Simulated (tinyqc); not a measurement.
Reverse leakage of an n+-p junction: diffusion, generation, trap-assisted and band-to-band tunnelling: two steps of the calculation.

One-sided abrupt junction in the depletion approximation, x from the junction (0) to W on the p side, field F = F0 (1 - x/W). Flat quasi-Fermi levels, long p side. Traps generate through SRH with both lifetimes shortened by 1 + Gamma (Hurkx enhancement, form for moderate fields); band-to-band generation is local and needs a total bending above Eg.

Parameters, values chosen for the exercise; band and dielectric values those of a made-up semiconductor: temperature T = 300 K; band gap Eg = 0.589 eV; relative permittivity eps_r = 15.6; conduction-band density of states at T Nc = 8.39e18 cm^-3; valence-band density of states at T Nv = 5.99e18 cm^-3; acceptor density of the lighter side Na = 4.3e16 cm^-3; donor density of the heavier side Nd = 1e19 cm^-3; SRH lifetime of both carriers at zero field tau = 2e-8 s; tunnelling mass mt = 0.12 m0; electron diffusion coefficient on the lighter side Dn = 24 cm^2/s; reverse bias VR = 1.9 V.

Constants: q = 1.602176634e-19 C, kB = 1.380649e-23 J/K, hbar = 1.054571817e-34 J s, m0 = 9.1093837015e-31 kg, Vt = kB T/q, eps0 = 8.8541878128e-14 F/cm where lengths are in cm. Results are converted to the units shown.

Question 1. Field, scales and diffusion current. ni = sqrt(Nc Nv) exp(-Eg/(2 Vt)), Eg in volts; Vbi = Vt ln(Na Nd/ni^2); W = sqrt(2 eps0 eps_r (Vbi + VR)/(q Na)); F0 = 2 (Vbi + VR)/W; FG = sqrt(24 mt m0 (kB T)^3)/(q hbar); J_diff = q ni^2 sqrt(Dn/tau)(1 - exp(-VR/Vt))/Na.

Wanted: ni; Vbi; W; F0; FG; J_diff.

Answer 1.

ni = 8.0023e13 cm^-3
Vbi = 0.46592 V
W = 308.01 nm
F0 = 153.63 kV/cm
FG = 255.54 kV/cm
J_diff = 8.2653e-4 A/cm^2

Question 2. Current components. u = (Vbi + VR)(1 - x/W)^2, p = Na exp(-u/Vt), n = Nd exp((u - Vbi - VR)/Vt); G0 = ni^2 (1 - exp(-VR/Vt))/(tau (n + p + 2 ni cosh(Et/Vt))); Gamma = 2 sqrt(3 pi)(F/FG) exp((F/FG)^2); trap-assisted part G0 Gamma; G_bb = Ab F^2.5 exp(-Bb/F) with F in V/cm, zero unless Vbi + VR > Eg, and counted as zero under 1 cm^-3 s^-1. 14 equal steps.

Each current is q times the trapezoid sum of its rate; J adds J_diff; J_bb under 1e-8 of the sum is given as 0.

```
point,x (nm),G0 (cm^-3 s^-1),G0 Gamma (cm^-3 s^-1),G_bb (cm^-3 s^-1)
0,0.00000,3.2017333e16,1.6963681e17,1.4138354e17
1,22.00057,1.3129662e21,6.1458413e21,1.3848267e16
2,44.00113,1.5219381e21,6.2797434e21,9.3581826e14
3,66.00170,1.5219402e21,5.5174043e21,3.9487357e13
4,88.00227,1.5219402e21,4.8253038e21,9.0502773e11
5,110.00283,1.5219402e21,4.1932560e21,9.2161702e9
6,132.00340,1.5219402e21,3.6123076e21,3.0868966e7
7,154.00396,1.5219401e21,3.0745410e21,~0
8,176.00453,1.5219246e21,2.5728725e21,~0
9,198.00510,1.5192946e21,2.0973781e21,0
10,220.00566,1.3632646e21,1.4808034e21,0
11,242.00623,3.7506027e20,3.0162945e20,0
12,264.00680,4.6721851e19,2.4819745e19,0
13,286.00736,1.1785111e19,3.1129952e18,0
14,308.00793,7.4097957e18,0,0
```

J_diff = 8.2652661e-4 A/cm^2

Wanted: J_SRH; J_TAT; J_bb; J.

Answer 2.

J_SRH = 0.005388 A/cm^2
J_TAT = 0.01415 A/cm^2
J_bb = 3.014e-8 A/cm^2
J = 0.02036 A/cm^2

Range of the model: The n+ side is degenerate, so Vbi from Boltzmann statistics is only a guide.

Numbers from tinyqc (`OMP_NUM_THREADS=1 python tinyqc.py 2290153 2290154 out.jsonl`; about 0.01 s on one thread of a shared Intel Xeon 2.30GHz).

~0 in a residual or rate marks an entry under 1e-11 of the largest of its column.
